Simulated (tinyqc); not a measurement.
Free and trapped electrons in a MOS channel with a dense trap tail: one step of the calculation.

p-type body, charge-sheet picture, full ionisation (an idealisation for deep acceptors), Boltzmann statistics for free electrons. e = Ec - EF at the surface. Acceptor-like traps of density D(E) = D0 + De exp(-E/Ew) at depth E below Ec, from 0 to Eu, hold n_t = integral of D(E)/(1 + exp((e - E)/Vt)). psi = Eg - Vt ln(Nv/Na) - e; N_dep = sqrt(2 eps0 eps_r Na (psi - Vt)/q); n_f = sqrt(N_dep^2 + 2 eps0 eps_r Vt Nc exp(-e/Vt)/q) - N_dep; Vg = Vfb + psi + q (N_dep + n_t + n_f)/Cox, Cox = eps0 eox/tox.

Question. Trapped charge. Trapezoid rule on 14 equal steps from 0 to Eu, f = 1/(1 + exp((e - E)/Vt)).

Inputs (values chosen for the exercise); band and dielectric values close to those of silicon:

| symbol | value | unit | meaning |
|---|---|---|---|
| T | 250 | K | temperature |
| D0 | 7.7e10 | cm^-2 eV^-1 | constant background density of acceptor-like traps |
| De | 4.7e12 | cm^-2 eV^-1 | density of the tail at the conduction edge |
| Ew | 0.06 | eV | decay energy of the tail |
| Eu | 0.65 | eV | depth below Ec down to which the traps reach |
| e | 0.033 | eV | Ec - EF at the surface |

Constants: q = 1.602176634e-19 C, kB = 1.380649e-23 J/K, Vt = kB T/q. Results are converted to the units shown.

Give: E; D(E) f; n_t.

Answer.

| point | E (eV) | D(E) f (cm^-2 eV^-1) |
|---|---|---|
| 0 | 0 | 8.4902e11 |
| 1 | 0.046429 | 1.4614e12 |
| 2 | 0.092857 | 1.0139e12 |
| 3 | 0.13929 | 5.3438e11 |
| 4 | 0.18571 | 2.8950e11 |
| 5 | 0.23214 | 1.7511e11 |
| 6 | 0.27857 | 1.2226e11 |
| 7 | 0.32500 | 9.7877e10 |
| 8 | 0.37143 | 8.6630e10 |
| 9 | 0.41786 | 8.1442e10 |
| 10 | 0.46429 | 7.9049e10 |
| 11 | 0.51071 | 7.7945e10 |
| 12 | 0.55714 | 7.7436e10 |
| 13 | 0.60357 | 7.7201e10 |
| 14 | 0.65000 | 7.7093e10 |

n_t = 2.1530e11 cm^-2

tinyqc, about 0.02 s, one thread, Intel Xeon 2.30GHz (shared host): `OMP_NUM_THREADS=1 python tinyqc.py 2222235 2222236 out.jsonl`
